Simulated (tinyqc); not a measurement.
Inside a calculation. Method: empirical pseudopotential in a few plane waves. One step of it, computed by the program tinyqc.

Task: Bloch Hamiltonian at k. Basis: the 15 shortest G (labels in 2 pi/a), the same at every k. H(G,G') = c |k + G|^2 delta + VS(|G-G'|^2) cos((G-G').tau) + i VA sin((G-G').tau), tau = a/8 (1,1,1); 1 Ry = 13.605693 eV.

Parameters chosen for this model: fcc lattice, atoms at +/- a/8 (1,1,1); form factors in rydberg at |G|^2 in units of (2 pi/a)^2:
```
parameter,value,unit
a,5.980000,angstrom
VS(3),-0.251000,Ry
VS(8),0.030000,Ry
VS(11),0.046000,Ry
VA(3),0,Ry
VA(4),0,Ry
VA(11),0,Ry
hbar^2/2m (2 pi/a)^2,4.206107,eV
```

k point k (2 pi / a): -0.240000  -0.080000  0.070000

Give: H(k) at k.

Result:

H(k) at k (eV), lower triangle:
```
,+0+0+0,-1-1-1,-1-1+1,-1+1-1,-1+1+1,+1-1-1,+1-1+1,+1+1-1,+1+1+1,-2+0+0,+0-2+0,+0+0-2,+0+0+2,+0+2+0,+2+0+0
+0+0+0,0.290
-1-1-1,2.415,15.011
-1-1+1,-2.415,0.000,16.189
-1+1-1,-2.415,0.000,0.408,13.665
-1+1+1,-2.415,-0.408,0.000,0.000,14.843
+1-1-1,-2.415,0.000,0.408,0.408,0.000,10.973
+1-1+1,-2.415,-0.408,0.000,0.000,0.408,0.000,12.151
+1+1-1,-2.415,-0.408,0.000,0.000,0.408,0.000,0.408,9.627
+1+1+1,2.415,0.000,-0.408,-0.408,0.000,-0.408,0.000,0.000,10.805
-2+0+0,0.000,-2.415,-2.415,-2.415,2.415,0.443,-0.443,-0.443,-0.443,21.152
+0-2+0,0.000,-2.415,-2.415,0.443,-0.443,-2.415,2.415,-0.443,-0.443,0.408,18.460
+0+0-2,0.000,-2.415,0.443,-2.415,-0.443,-2.415,-0.443,2.415,-0.443,0.408,0.408,15.937
+0+0+2,0.000,-0.443,2.415,-0.443,-2.415,-0.443,-2.415,0.443,-2.415,-0.408,-0.408,0.000,18.292
+0+2+0,0.000,-0.443,-0.443,2.415,-2.415,-0.443,0.443,-2.415,-2.415,-0.408,0.000,-0.408,0.408,15.768
+2+0+0,0.000,-0.443,-0.443,-0.443,0.443,2.415,-2.415,-2.415,-2.415,0.000,-0.408,-0.408,0.408,0.408,13.076
```
